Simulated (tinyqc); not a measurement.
The basis set: RHF and MP2 along a ladder of basis sets, for H2, spin multiplicity 1. Computed by the program tinyqc with PySCF. Same geometry throughout; the dipole is taken about the origin.

Geometry (angstrom):
```
atom,x,y,z
H,0.0000,0.0000,0.0000
H,0.0000,0.0000,0.6640
```

RHF and frozen-core MP2 in a ladder of bases:
```
basis,functions,E(RHF) (hartree),E(MP2 corr) (hartree),HOMO (eV),LUMO (eV),dipole (debye)
sto-3g,2,-1.114877,-0.011465,-16.6341,20.5702,0.0000
3-21g,4,-1.118635,-0.016611,-16.7940,7.7865,0.0000
6-31g,4,-1.123120,-0.016552,-16.8710,7.0319,0.0000
6-31g**,10,-1.127335,-0.026205,-16.8564,7.0421,0.0000
cc-pvdz,10,-1.122698,-0.025665,-16.7770,5.7563,0.0000
aug-cc-pvdz,18,-1.122817,-0.026559,-16.7898,1.6964,0.0000
cc-pvtz,28,-1.128844,-0.031433,-16.8518,4.8220,0.0000
```

What does the comparison show, and why?

From cc-pVDZ to cc-pVTZ the RHF energy falls by 6.1 mhartree and the correlation energy by 5.8. If valence correlation converges as X^-3, (27 E(T) - 8 E(D))/19 gives -0.0339 hartree, a rough estimate from such small X that usually falls short; STO-3G holds about 34 % of it. Beyond STO-3G the LUMO moves by 6.1 eV and the HOMO by 0.1 eV; diffuse functions lower the positive LUMO sharply, since an unbound virtual level tracks the most diffuse function.
